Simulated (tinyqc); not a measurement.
Inside a calculation. Model: threshold-voltage variability of a planar MOSFET, analytic estimates.

Computed by the program tinyqc: `OMP_NUM_THREADS=1 python tinyqc.py 2090007 2090008 out.jsonl`, one thread of a shared Intel Xeon 2.30GHz, about 0.01 s for the whole run. Printed values are rounded.

Three independent sources add in quadrature: random dopants in the depleted layer, metal-gate grains of two orientations, and roughness of the two gate edges acting through the roll-off VT = VT(long) - Vr exp(-L/l). These are first-order estimates: no three-dimensional electrostatics, no percolation.

Parameters, values chosen for the exercise; material values close to those of silicon: temperature T = 300 K; band gap Eg = 1.13 eV; relative permittivity of the semiconductor eps_r = 11.6; conduction-band density of states at T Nc = 2.78e19 cm^-3; valence-band density of states at T Nv = 2.69e19 cm^-3; channel doping Na = 2.5e18 cm^-3; oxide-equivalent thickness in inversion ti = 1.9 nm; gate length L = 20 nm; gate width W = 91 nm; metal grain size G = 4 nm; work-function difference of the two grain orientations dW = 0.15 eV; share of the orientation of higher work function p = 0.6; rms roughness of one gate edge De = 2 nm; correlation length of the roughness La = 15 nm; decay length of the threshold roll-off l = 4.6 nm; prefactor of the roll-off Vr = 1 V; subthreshold factor n = 1.47; gm/I of a matched pair gI = 25 1/V; spread of the gain factor of one device sb = 1.3 %; number of cells Nb = 268435456; wanted yield Y = 0.67.

Constants: q = 1.602176634e-19 C, kB = 1.380649e-23 J/K, Vt = kB T/q, eps0 = 8.8541878128e-14 F/cm where lengths are in cm. Results are converted to the units shown.

Range of the model: The depletion depth exceeds L, so source and drain share much of the charge and the dopant estimate is rough. gI s exceeds 0.2, so the linear formula for the current mismatch is only a rough guide.

## Random dopants

ni = sqrt(Nc Nv) exp(-Eg/(2 Vt)), Eg in volts; Cox = 3.9 eps0/ti; Wd = sqrt(4 eps0 eps_r Vt ln(Na/ni)/(q Na)); dopants: s1 = (q/Cox) sqrt(Na Wd/(3 L W)). The slope A1 = s1 sqrt(L W); mean number of dopants Na L W Wd.

Cox = 1.81744 uF/cm^2
Wd = 22.7174 nm
mean number of dopants = 103.364
A1 = 1.21294 mV um
s1 = 28.4318 mV

Counting alone, 1/sqrt(N) of the depletion voltage q Na Wd/Cox = 501 mV, would give sqrt(3) times more: dopants deep in the layer act less on the surface.

## Metal grains and edge roughness

Grains: Ng = L W/G^2 (at least 1), s2 = dW sqrt(p (1 - p)/Ng). Edges, with exponential correlation and u = W/La: the mean gate length has sL^2 = 2 De^2 (2/u)[1 - (1 - exp(-u))/u]; s3 = sL (Vr/l) exp(-L/l).

Ng = 113.750
s2 = 6.89003 mV
sL = 1.48447 nm
dVT/dL = 2.81194 mV/nm
s3 = 4.17422 mV

## Total spread, mismatch and leakage

s = sqrt(s1^2 + s2^2 + s3^2). For a pair: s(dVT) = sqrt(2) s; current mismatch sqrt(2) sqrt((gI s)^2 + sb^2); input offset = current mismatch/gI. For a Gaussian VT the off current is log-normal with mean/median = exp(s^2/(2 (n Vt)^2)).

s = 29.5510 mV
s(dVT) = 41.7914 mV
current mismatch = 104.495 %
input offset = 41.7979 mV
mean/median of Ioff = 1.35302

The dopants give 92.6 % of the variance; without them s would be 8.06 mV. A current mismatch this large is beyond the linear estimate.

## Iteration 1: margin in standard deviations for the wanted yield

k at the start = 2

Cells fail independently with probability Q(k) = erfc(k/sqrt(2))/2 when the margin is k standard deviations, and Y = exp(-Nb Q(k)). phi = exp(-k^2/2)/sqrt(2 pi). Newton steps on ln Q(k) = ln(-ln(Y)/Nb): k(new) = k + [ln Q - ln(-ln(Y)/Nb)] Q/phi.

Q(k) = 0.0227501
phi = 0.0539910
k after iteration 1 = 8.96946

## Iteration 2: margin in standard deviations for the wanted yield

As before.

Q(k) = 1.48984e-19
phi = 1.35253e-18
k after iteration 2 = 6.43296

## Course of the iteration: margin in standard deviations for the wanted yield

Stop when k changes by less than 1e-9, or after 30 iterations.

Course of the iteration:
```
iteration        k  |change|
1          8.96946      6.97
2          6.43296      2.54
3          5.95109     0.482
4          5.93252    0.0186
5          5.93249   2.76e-5
6          5.93249  6.11e-11
```

Converged in 6 iterations. At the end the number of correct digits about doubles with each step. With s(dVT) = 41.8 mV, 5.93 standard deviations are 248 mV.
